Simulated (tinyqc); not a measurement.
# Worked calculation: rectangular fin or nanosheet with a gate all round, subbands and threshold shift from confinement

Computed by the program tinyqc: `OMP_NUM_THREADS=1 python tinyqc.py 2350059 2350060 out.jsonl`, one thread of a shared Intel Xeon 2.30GHz, about 0.08 s for the whole run. Printed values are rounded.

Undoped body with a flat potential across it, hard walls, transport along x. One isotropic valley (g = 1, mx = my = mz = me). Non-parabolicity enters the subband edges through E (1 + al E) = gamma, so E = 2 gamma/(1 + sqrt(1 + 4 al gamma)); motion within a subband is taken as parabolic with the band-edge mass. Energies are counted from the bulk band edge.

Inputs (values chosen for the exercise); masses close to those of InAs:

| symbol | value | unit | meaning |
|---|---|---|---|
| T | 77 | K | temperature |
| me | 0.0229 | m0 | mass at the band edge |
| al | 2.7 | 1/eV | non-parabolicity |
| t | 10.7 | nm | width (along y) |
| dl | 0.2 | nm | widening of the box by penetration into the insulator |
| H | 42.8 | nm | height (along z) |

Constants: q = 1.602176634e-19 C, kB = 1.380649e-23 J/K, hbar = 1.054571817e-34 J s, m0 = 9.1093837015e-31 kg, Vt = kB T/q, hbar^2/(2 m0) = 0.0380998212 eV nm^2. Results are converted to the units shown.

Range of the model: Non-parabolicity also makes carriers heavier within each subband, which is left out, so densities of states are understated at high energy.

## Lowest subbands

gamma = C pi^2 [a^2/(my (t + dl)^2) + b^2/(mz (H + dl)^2)], C = hbar^2/(2 m0). List the 5 lowest, labelled by quantum numbers, with degeneracy g and N_k: N_k = g sqrt(2 mx m0 kB T/(pi hbar^2)).

```
subband	E_k (eV)	g	N_k (cm^-1)
1,1	0.112759	1	3.56298e5
1,2	0.128882	1	3.56298e5
1,3	0.154056	1	3.56298e5
1,4	0.186444	1	3.56298e5
1,5	0.224340	1	3.56298e5
```

## Threshold shift

Each subband has N_k = g sqrt(2 mx m0 kB T/(pi hbar^2)); without degeneracy n = exp(EF/Vt) sum N_k exp(-E_k/Vt). Classical value Nc times t H, Nc = sum over valleys of 2 g (m m0 kB T/(2 pi hbar^2))^1.5 with m = (mx my mz)^(1/3). Threshold shift dVT = Vt ln(classical value/sum N_k exp(-E_k/Vt)). Use the subbands listed.

shares, subband 1,1 to 1,5 (%): 91.7393  8.0774  0.1818  0.0014  0.0000
sum N_k exp(-E_k/Vt) = 0.0161795 cm^-1
Nc = 1.13078e16 cm^-3
classical value = 51785.4 cm^-1
dVT = 99.3900 mV

With all subbands dVT = 99.39 mV. The lowest edge lies at 113 meV; dVT is smaller than that, since sum N_k exp(-(E_k - E_1)/Vt) exceeds the classical value.
